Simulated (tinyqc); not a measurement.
Buckled dimers of a reconstructed (001) surface, two dangling bonds a dimer, step by step. Values are carried at full precision from step to step, so a last printed digit may differ when a step is redone from the rounded ones.

In a dimer one atom moves up by z and the other down by z; the dangling bond of the up atom (more s-like) falls by gm z and that of the down atom rises by gm z. With all dimers tilted alike: H(k) = [[-gm z - 2 ta cos k, -tp - 2 tx cos k], [., gm z - 2 ta cos k]], k along the row in 1/a. Two electrons a dimer fill the lowest N of the 2N levels on the mesh k_j = (j + 1/2) pi/N. Total energy a dimer: W(z) = (2/N) sum of the filled levels + kf z^2. Repulsion between electrons is left out.

Constants: kB = 8.617333262e-05 eV/K.

Parameters, chosen for this exercise (of the size met on Si(001); shifted at random, so the results belong to these values and not to a real crystal): tp = 0.44 eV (pi coupling inside a dimer); ta = 0.07 eV (coupling between like atoms along the row); tx = 0.04 eV (diagonal coupling along the row); gm = 1.7 eV/angstrom (shift of a dangling bond with height); z = 0.09 angstrom (a trial buckling); k = 0.64 pi/a (wave vector along the row); kf = 4 eV/angstrom^2 (force constant of buckling); N = 16 (k points).

## One k point at the trial buckling

Form H, its levels and the weight of the lower one on the up atom, (1 + gm z/sqrt((gm z)^2 + h^2))/2 with h the off-diagonal element; k is given in pi/a.

H (eV), rows up, down and columns alike:
```
[[-0.0934, -0.4059],
 [-0.4059, 0.2126]]
```

levels (eV): [-0.3742, 0.4934]

weight on the up atom = 0.6763

## The bands on the mesh

Both levels at each k_j for the trial z, and W(z).

Levels (eV):
```
j   k (pi/a)    lower   upper
0     0.0312  -0.6810  0.4023
1     0.0938  -0.6727  0.4048
2     0.1562  -0.6565  0.4095
3     0.2188  -0.6329  0.4164
4     0.2812  -0.6029  0.4252
5     0.3438  -0.5676  0.4356
6     0.4062  -0.5285  0.4472
7     0.4688  -0.4870  0.4595
8     0.5312  -0.4447  0.4722
9     0.5938  -0.4033  0.4846
10    0.6562  -0.3644  0.4964
11    0.7188  -0.3294  0.5071
12    0.7812  -0.2997  0.5162
13    0.8438  -0.2764  0.5233
14    0.9062  -0.2604  0.5283
15    0.9688  -0.2522  0.5308
```

band energy = -0.9324 eV
elastic energy = 0.0324 eV
W = -0.9000 eV

The lower band is full and the upper empty.

## An isolated dimer

For ta = tx = 0, W = -2 sqrt(tp^2 + (gm z)^2) + kf z^2. It buckles if gm^2/kf > tp; then sqrt(tp^2 + (gm z)^2) = gm^2/kf, the gap is twice that, and the gain is (gm^2/kf - tp)^2 kf/gm^2.

gm^2/kf = 0.7225 eV
buckling z = 0.3371 angstrom
gap = 1.4450 eV
gain = 0.1105 eV

The pi bond is too weak to resist: the dimer tilts and charge moves to the up atom.

## The row at its minimum

Minimise W over z from 0 to 1 angstrom. Gap: lowest upper level less highest lower level on 201 points from 0 to pi (negative: overlap). Charge moved to the up atom: the mean of gm z/sqrt((gm z)^2 + h^2) over the mesh, valid for a full lower band.

z = 0.3373 angstrom
gain over flat dimers = 0.1133 eV

gap (eV): flat 0.6000, at the minimum 1.1710

charge moved = 0.794 e

With these values the flat row already has a gap and buckling widens it; fuller one-electron models of Si(001) and Ge(001) find the flat dimers metallic. Per dimer, the gain is also the barrier for flipping the whole row together in this picture, 4.4 kT at 300 K.

## Checks

- Buckling of an isolated dimer from the formula against numerical minimisation: both 0.3371.

(tinyqc, `OMP_NUM_THREADS=1 python tinyqc.py 1480945 1480946 out.jsonl`, Intel(R) Xeon(R) Processor @ 2.30GHz, 1 thread, shared host, about 0.03 s.)
